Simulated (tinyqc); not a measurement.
Worked calculation: zigzag graphene nanoribbon in tight binding. Values are carried at full precision from step to step, so a last printed digit may differ when a step is redone from the rounded ones.

A zigzag ribbon of N chains, sites A1, B1, A2, ..., BN across it. For each k it is a chain with bonds -2t cos(k/2) (A_n to B_n) and -t (B_n to A_(n+1)), and +D, -D on A and B. A1 and BN are the edge sites; the Dirac points project to k = 2 pi/3.

Inputs chosen for the exercise (near those used for graphene; the results hold for these values, not for the real material):
- t = 2.99 eV (hopping)
- N = 4 (zigzag chains)
- D = 0 eV (sublattice potential, +D on A and -D on B)
- k = 2.05 (k times the period sqrt3 acc)

## The chain at this k

Form the k-dependent bond and the matrix.

2 cos(k/2) = 1.03820

H(k) (eV):
```
         A1       B1       A2       B2       A3       B3       A4       B4
A1        0  -3.1042        0        0        0        0        0        0
B1  -3.1042        0  -2.9900        0        0        0        0        0
A2        0  -2.9900        0  -3.1042        0        0        0        0
B2        0        0  -3.1042        0  -2.9900        0        0        0
A3        0        0        0  -2.9900        0  -3.1042        0        0
B3        0        0        0        0  -3.1042        0  -2.9900        0
A4        0        0        0        0        0  -2.9900        0  -3.1042
B4        0        0        0        0        0        0  -3.1042        0
```

An edge state of the finite ribbon needs 2 cos(k/2) < N/(N + 1) = 0.8000: not met here.

## Levels and where the middle pair lives

Diagonalise H; average the weights of the two middle levels.

levels (eV): -5.7284  -4.6758  -3.0675  -1.1301  1.1301  3.0675  4.6758  5.7284

weights: A1 0.208, B1 0.028, A2 0.169, B2 0.096, A3 0.096, B3 0.169, A4 0.028, B4 0.208

The two edge sites hold 41.6 % of the middle pair, against 25.0 % for an even spread.

## Checks

- Level at k = pi next to the edge pair against sqrt(t^2 + D^2): both 2.99000.

Run: tinyqc, `OMP_NUM_THREADS=1 python tinyqc.py 1481788 1481789 out.jsonl`; Intel(R) Xeon(R) Processor @ 2.30GHz, one thread, shared host; about 0.01 s of CPU time with all checks.
